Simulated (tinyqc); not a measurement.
All approximations against the coupling: Froehlich polaron in a polar crystal. Computed by tinyqc, a small Python program. Command: `OMP_NUM_THREADS=1 python tinyqc.py 3001342 3001343 out.jsonl frohlich walk`. One thread of a shared host (Intel(R) Xeon(R) Processor @ 2.30GHz), about 0.06 s of CPU time with the checks.

One electron in a parabolic band of mass m*, coupled to dispersionless LO phonons in the continuum model. Energies are in units of hbar omega unless marked, wave numbers in k_0 = sqrt(2 m* omega/hbar).

Inputs (values chosen for the exercise, modelled on sodium chloride): band mass m* = 0.515 m_0; LO phonon energy hbar omega = 32.3 meV; eps_inf = 2.29; static dielectric constant eps_s = 5.73; electron wave number k/k_0 = 0.81.

Constants: hbar^2/(2 m_0) = 3.80998212 eV angstrom^2; e^2/(4 pi eps_0) = 14.39964548 eV angstrom.

Method:
- 1/eps* = 1/eps_inf - 1/eps_s; k_0 = sqrt(2 m* omega/hbar) = sqrt(m* hbar omega / (hbar^2/(2 m_0))) with m* in m_0; alpha = (e^2/(4 pi eps_0)) k_0/(2 eps* hbar omega); polaron length 1/k_0.
- Feynman's bound: E(v, w) = 3 (v - w)^2/(4 v) - (alpha v/sqrt(pi)) int_0^infinity e^-u D(u)^(-1/2) du, D = w^2 u + ((v^2 - w^2)/v)(1 - e^(-v u)); integrals by 80 Gauss-Legendre points in s from 0 to 1 with u = 40 s^2.
- Minimise over v > w > 0 (simplex search); mass m_p/m* = 1 + (alpha v^3/(3 sqrt(pi))) int u^2 e^-u D^(-3/2) du.
- Other columns: second order -alpha; Landau-Pekar Gaussian -alpha^2/(3 pi); Lee-Low-Pines mass 1 + alpha/6. The polaron energy in meV uses the given hbar omega.

coupling constant alpha = 3.86128

Energies (hbar omega) and masses (m*):
```
alpha  second order   Gaussian   Feynman  Feynman (meV)  mass, LLP  mass, Feynman     v     w
0.97          -0.97  -0.099833  -0.98224        -31.726     1.1617          1.189  3.11  2.87
1.9            -1.9   -0.38303   -1.9496        -62.973     1.3167          1.439  3.23  2.74
3.8            -3.8    -1.5321   -4.0276        -130.09     1.6333          2.408  3.61  2.41
3.9            -3.9    -1.6138   -4.1418        -133.78       1.65          2.491  3.64  2.39
6.2            -6.2    -4.0786   -6.9790        -225.42     2.0333          7.836  4.85  1.82
6.8            -6.8    -4.9062   -7.8193        -252.56     2.1333          12.28  5.53  1.65
9.8            -9.8    -10.190   -13.072        -422.24     2.6333          100.4  11.9  1.22
13              -13    -17.931   -20.791        -671.54     3.1667          412.8  22.2  1.11
```

What does the comparison show, and why?

All three energies are upper bounds (-alpha through the Lee-Low-Pines state), and the Feynman value is the lowest in every row. It lies within 5 % of -alpha up to alpha = 1.9; at alpha = 13 it is 1.16 times the Gaussian value, whose alpha^2 law it approaches with a constant shift of about -3 ln 2 - 3/4 = -2.83 (here -2.86). The mass stays within 10 % of 1 + alpha/6 up to alpha = 1.9 and reaches 413 m* in the last row; w falls from 2.87 towards 1 while v grows to 22.2.

Extremes, crossings and ranges named in words are read from the listed rows.
